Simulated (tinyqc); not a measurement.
Inside a calculation: pair of shallow donors (hydrogen-like orbitals). Values are carried at full precision from step to step, so a last printed digit may differ when a step is redone from the rounded ones.

Each donor has the orbital exp(-r/a); energy unit Ha* = q/(eps a), q = e^2/(4 pi eps0), so that a lone donor is bound by Ha*/2; x = R/a. One electron: S = (1 + x + x^2/3) exp(-x), j = 1/x - (1 + 1/x) exp(-2x), k = (1 + x) exp(-x); levels E(+/-) = -1/2 - (j +/- k)/(1 +/- S) in Ha*, without the repulsion of the ions, split by D = |E(-) - E(+)|.

Constants: e^2/(4 pi eps0) = 14.39964547 eV angstrom; hbar = 6.58211957e-16 eV s.

Parameters, chosen for this exercise (near those of two donors in GaN; the results hold for these values, not for the real material): a = 26.5 angstrom (orbital radius); eps = 9.4 (dielectric constant); R = 69 angstrom (separation); dV = 1.7 D (detuning between the donors, in units of D).

## Distance and integrals

Give Ha*, R, x, S, j, k.

Ha* = 57.807 meV
R = 69.00 angstrom
x = 2.6038

S, j, k: 0.43387  0.37648  0.26666

## One electron on two donors

Give both levels, the splitting D = |E(-) - E(+)| and the tunnelling frequency D/(2 pi hbar).

E(+), E(-) (meV): -54.831  -40.117

D = 14.71 meV
frequency = 3558 GHz

The second ion deepens the mean level by 18.57 meV, against Ha*/x = 22.20 meV for a point charge.

## Detuning by a gate

Two-level picture for one electron: with detuning u = dV D the splitting is sqrt(D^2 + u^2) and the lower state has weight (1 + u/sqrt(D^2 + u^2))/2 on the lower donor; the field needed is u/(e R), 1 meV/angstrom = 100 kV/cm.

splitting = 29.02 meV
weight = 0.931
field = 36.3 kV/cm

## Two electrons and exchange

Two electrons, Heitler-London: with S' = (1 - x + x^2/3) exp(x), C = 1/x - exp(-2x)(1/x + 11/8 + 3x/4 + x^2/6), X = (1/5){exp(-2x)(25/8 - 23x/4 - 3x^2 - x^3/3) + (6/x)[S^2 (0.5772157 + ln x) + S'^2 Ei(-4x) - 2 S S' Ei(-2x)]}, Q = C - 2j + 1/x and A = X - 2 S k + S^2/x, the singlet and triplet lie at (Q +/- w A)/(1 +/- w S^2) from two lone donors, with the valley weight w = 1 (one valley); the exchange is J = triplet - singlet.

Give C, X, Q, A and J.

C, X, Q, A (Ha*): 0.3575  0.09451  -0.01135  -0.06458

J = 7.48e+03 micro-eV

A swap of the two spins takes pi hbar/J = 0.000276 ns (hbar = 6.58212e-16 eV s). Against the one-electron splitting D = 14.7 meV, J/D = 0.51: exchange needs both electrons to tunnel and falls as exp(-2x), D as exp(-x).

## Checks

- Heitler-London binding at x = 1.6425 against the known 0.1160 hartree: both 0.1160.
- Overlap S by quadrature in spheroidal coordinates against the formula: both 0.43387.

Program tinyqc; command `OMP_NUM_THREADS=1 python tinyqc.py 1280085 1280086 out.jsonl`; about 0.01 s on one thread of a shared Intel(R) Xeon(R) Processor @ 2.30GHz.
